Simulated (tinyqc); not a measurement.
In-plane mass from two subband densities.

Inverse problem. At zero temperature each occupied subband holds N_k = D (EF - E_k), D = md m0 q/(pi hbar^2) per eV. Two subbands are occupied. Find md, EF - E1 and EF - E2.

Constants: q = 1.602176634e-19 C, hbar = 1.054571817e-34 J s, m0 = 9.1093837015e-31 kg. Results are converted to the units shown.

N1, N2 (cm^-2): [8.1074454e11, 1.1e11]
E2 - E1 = 25 meV

Solution. N1 - N2 = D (E2 - E1) gives D and so md; each N_k/D is a distance to EF.

md = 0.06710 m0
EF - E1 = 28.92 meV
EF - E2 = 3.924 meV

tinyqc, about 0.2 s, one thread, Intel Xeon 2.30GHz (shared host): `OMP_NUM_THREADS=1 python tinyqc.py 2140137 2140138 out.jsonl`
